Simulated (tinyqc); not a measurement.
Gupta-type many-body potential for a metal: one step, computed by the program tinyqc.

E_i = sum_j A exp(-p (r_ij/r0 - 1)) - xi rho_i^gamma, with rho_i = sum_j exp(-2 q (r_ij/r0 - 1)); gamma = 1/2 is the tight-binding second-moment form. The crystal is fcc unless stated; d is the neighbour distance and a fixed number of shells is kept.

Question. Shell terms at equilibrium. fcc shells: d sqrt(k), k = 1..5, with 12, 6, 24, 12, 24 atoms; Omega = d^3/sqrt2. Repulsion and density of one neighbour in each shell, and their sums.

Inputs (values chosen for the exercise, for a model metal):
```
quantity               value      unit
repulsion A              0.1        eV
decay p                 11.1         -
decay q                 3.06         -
reference distance r0  2.889  angstrom
shells kept                3         -
```

neighbour distance d = 2.903760 angstrom

Give: Shells; repulsive energy; density rho.

Answer.

Shells:
```
shell  count  r (angstrom)  repulsion (eV)  density
1         12         2.904       9.449e-02   0.9692
2          6         4.107       9.298e-04   0.0758
3         24         5.029       2.681e-05   0.0107
```

repulsive energy = 1.140 eV

density rho = 12.34
